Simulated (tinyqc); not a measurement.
Voltage drop against the resistance of a horizontal segment.

A grid of 17 by 17 nodes with segments Rx (rows) and Ry (columns); every node draws I1 and the central node kh I1; pads with resistance Rp sit at the nodes whose row and column are multiples of the pitch, counting from 0. The drops u = Vdd - V follow from G u = i, with G the conductance matrix and i the load currents, solved directly. Here the pitch is 4.

Parameters, values chosen for the exercise: supply voltage Vdd = 0.7 V; resistance of a vertical segment Ry = 1.7 ohm; resistance from a pad node to the supply Rp = 0.28 ohm; factor on the load at the hot node kh = 5; load current of a node in the large grid I1 = 0.16 mA.

Voltage drop against the resistance of a horizontal segment:
```
Rx (ohm)	pads	worst drop (mV)	mean drop (mV)	largest drop at a pad (mV)	largest pad current (mA)	worst drop over Vdd (%)
0.033	25	1.186	0.8929	0.6851	2.447	0.1694
0.065	25	1.213	0.9156	0.7101	2.536	0.1733
0.13	25	1.266	0.9573	0.7377	2.635	0.1808
0.26	25	1.361	1.031	0.7648	2.731	0.1944
0.52	25	1.522	1.158	0.7898	2.821	0.2174
1	25	1.770	1.351	0.8104	2.894	0.2528
2.1	25	2.250	1.697	0.8298	2.964	0.3214
```

The worst drop rises from 1.19 to 2.25 mV and the mean drop rises from 0.893 to 1.70 mV. The worst drop goes as Rx^(0.03) between the first two rows and Rx^(0.32) between the last two. The central node is itself a pad.

Program tinyqc, `OMP_NUM_THREADS=1 python tinyqc.py 2770168 2770169 out.jsonl`; Intel Xeon 2.30GHz, shared host, one thread, about 0.1 s.
